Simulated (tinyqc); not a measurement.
Rotating the field: cyclotron resonance of ellipsoidal valleys, Si type.

Valleys along [100], [010], [001] (each with its opposite partner), mass ml along the axis and mt across it. B lies in the (1-10) plane, b = (sin(theta)/sqrt2, sin(theta)/sqrt2, cos(theta)). For the angle phi between B and the axis, 1/mc^2 = cos^2(phi)/mt^2 + sin^2(phi)/(mt ml). Resonance: h nu = 2 muB B/mc, h = 2 pi hbar.

Values chosen for the exercise (out of a larger set: near those of Si; not measured data):

| symbol | value | unit | meaning |
|---|---|---|---|
| ml | 0.879 | m0 | longitudinal mass |
| mt | 0.194 | m0 | transverse mass |
| ths | (0, 15, 30, 45, 60, 75, 90) | degrees | angles |

mc against theta; [100] and [010] stay equal in this plane.

Cyclotron masses (m0):

| theta (degrees) | [100] | [001] |
|---|---|---|
| 0 | 0.4129 | 0.1940 |
| 15 | 0.3905 | 0.1993 |
| 30 | 0.3440 | 0.2162 |
| 45 | 0.3010 | 0.2483 |
| 60 | 0.2709 | 0.3010 |
| 75 | 0.2538 | 0.3714 |
| 90 | 0.2483 | 0.4129 |

All valleys give one line at theta = 54.7 degrees, B along [111], with mc = 0.2799. The [001] pair goes from mt to sqrt(ml mt), a factor 2.13; the other four only fall from sqrt(ml mt) to 0.2483, since their angle to B never drops below 45 degrees.

Run: tinyqc, `OMP_NUM_THREADS=1 python tinyqc.py 1251722 1251723 out.jsonl`; Intel(R) Xeon(R) Processor @ 2.30GHz, one thread, shared host; about 0.01 s of CPU time with all checks.
